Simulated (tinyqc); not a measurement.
Carrier statistics of a doped semiconductor with parabolic bands: one step. Intrinsic density and level. Three cases, with inputs chosen for the exercise.

Question. With Boltzmann statistics ni = sqrt(Nc Nv) exp(-Eg/2kT) and Ei = Eg/2 + (kT/2) ln(Nv/Nc), counted from Ev.

Give: ni; Ei.

Case 1.

Eg = 0.1873277 eV
kT = 0.02154333 eV
Nc = 2.895083e+16 1/cm^3
Nv = 5.569067e+18 1/cm^3

Answer.

ni = 5.19e+15 1/cm^3
Ei = 0.1503 eV

Ei lies 56.7 meV above midgap, towards the band with the smaller density of states. Ei is within 3 kT of a band edge, so this Boltzmann value of ni is only rough.

Case 2.

Eg = 0.3784918 eV
kT = 0.01723467 eV
Nc = 5.726578e+16 1/cm^3
Nv = 3.616734e+18 1/cm^3

Answer.

ni = 7.75e+12 1/cm^3
Ei = 0.2250 eV

Ei lies 35.7 meV above midgap, towards the band with the smaller density of states.

Case 3.

Eg = 2.0879981 eV
kT = 0.04308667 eV
Nc = 3.586424e+19 1/cm^3
Nv = 3.961088e+19 1/cm^3

Answer.

ni = 1.13e+09 1/cm^3
Ei = 1.0461 eV

Ei lies 2.1 meV above midgap, towards the band with the smaller density of states.

Computed by tinyqc, one run a case: `OMP_NUM_THREADS=1 python tinyqc.py N N+1 out.jsonl` with N = 1651887, 1651961, 1651990; one thread of a shared Intel(R) Xeon(R) Processor @ 2.30GHz, about 0.01 s a run at most.
